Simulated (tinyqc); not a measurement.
Active against total: solid solubility of a dopant against its melt (retrograde solidus), clustering and the electrically active fraction. Computed by tinyqc, a small Python program. Command: `OMP_NUM_THREADS=1 python tinyqc.py 3027330 3027331 out.jsonl retro walk`. One thread of a shared host (Intel(R) Xeon(R) Processor @ 2.30GHz), about 0.01 s of CPU time with the checks.

Inputs (values chosen for the exercise, of the order of those of antimony in silicon for the solubility):

| quantity | value | unit |
|---|---|---|
| atoms per cluster m | 3 | - |
| cluster scale N* at 1273 K | 4.6e+20 | 1/cm^3 |
| activation energy E_b of the cluster scale | 0.34 | eV |
| anneal temperature T_a | 1050 | K |

Clustering: clusters of m atoms, electrons left out.

Constants: k_B = 8.617333262e-05 eV/K.

Method. A highly soluble donor (another dopant than that of the solidus) is limited by clustering. Donors N_a are active, and clusters hold m atoms each: N_t = N_a + m C, m C = N* (N_a/N*)^m, with N*(T) = N*(1273 K) exp[-(E_b/k_B)(1/T - 1/1273)].

Active density (1/cm^3):

| N_t (1/cm^3) | N_a at T_a | fraction | N_a at T_a + 150 K | N_a at T_a - 150 K |
|---|---|---|---|---|
| 1.00e+19 | 9.9825e+18 | 0.99825 | 9.9931e+18 | 9.9394e+18 |
| 3.00e+19 | 2.9545e+19 | 0.98484 | 2.9817e+19 | 2.8563e+19 |
| 1.00e+20 | 8.7990e+19 | 0.87990 | 9.4234e+19 | 7.4496e+19 |
| 2.00e+20 | 1.4559e+20 | 0.72796 | 1.6757e+20 | 1.1240e+20 |
| 5.00e+20 | 2.4398e+20 | 0.48795 | 3.0483e+20 | 1.7415e+20 |
| 1.00e+21 | 3.3532e+20 | 0.33532 | 4.3456e+20 | 2.3179e+20 |
| 2.00e+21 | 4.4513e+20 | 0.22256 | 5.8937e+20 | 3.0194e+20 |
| 5.00e+21 | 6.2826e+20 | 0.12565 | 8.4485e+20 | 4.2028e+20 |

What does the comparison show, and why?

The exponent d ln N_a/d ln N_t falls from 0.99 to 0.38, towards 1/m = 0.333. At the highest dose a 150 K hotter anneal gives 1.34 times the active density, and a later step 150 K cooler would cut it to 0.67 if it ran to equilibrium: short hot anneals come last. For ionised donors far above n_i the electrons enter the mass action too and halve the limiting exponent.

Extremes, crossings and ranges named in words are read from the listed rows.
